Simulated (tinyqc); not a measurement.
Cell-based percolation model of oxide breakdown: effect of the thickness.

The oxide, of thickness n a, is cut into cubic cells. A cell is defective with the chance l = 1 - exp(-a^3 N), N = N1 (t/1 s)^al. A column of n defective cells breaks the oxide down, and the area holds M = A/a^2 independent columns: 1 - F = (1 - l^n)^M.

At F = 1 - 1/e: l_c = (1 - exp(-1/M))^(1/n), N_bd = -ln(1 - l_c)/a^3, t63 = (N_bd/N1)^(1/al). W = ln(-ln(1 - F)); for small l, W = ln M + n ln(a^3 N), so the Weibull slope is n al.

Parameters, values chosen for the exercise:

| symbol | value | unit | meaning |
|---|---|---|---|
| a | 1.4 | nm | edge of a cell |
| A | 9800 | um^2 | area |
| al | 1 |  | exponent of defect growth |
| N1 | 5.5e17 | cm^-3 | defect density after 1 s |

Effect of the thickness:

| n | l_c | N_bd (cm^-3) | t63 (s) | slope at t63 |
|---|---|---|---|---|
| 1 | 2.000e-10 | 7.289e10 | 1.325e-7 | 1.000 |
| 2 | 1.414e-5 | 5.154e15 | 0.009371 | 2.000 |
| 3 | 5.848e-4 | 2.132e17 | 0.3876 | 2.999 |
| 4 | 0.003761 | 1.373e18 | 2.496 | 3.992 |
| 5 | 0.01149 | 4.210e18 | 7.655 | 4.971 |
| 6 | 0.02418 | 8.921e18 | 16.22 | 5.927 |
| 7 | 0.04116 | 1.532e19 | 27.85 | 6.854 |
| 8 | 0.06132 | 2.306e19 | 41.93 | 7.750 |
| 9 | 0.08363 | 3.183e19 | 57.86 | 8.613 |

N_bd rises from 7.29e10 to 3.18e19 cm^-3 and the slope rises from 1.00 to 8.61, against n al = 1.00 to 9.00. A thin oxide needs few defects in a row, so it breaks at a lower density and with a wider spread; at n = 1 one defect suffices. For n = 1 t63 is under a microsecond, a formal extension of the power law of defect growth.

tinyqc, about 0.01 s, one thread, Intel Xeon 2.30GHz (shared host): `OMP_NUM_THREADS=1 python tinyqc.py 2070070 2070071 out.jsonl`
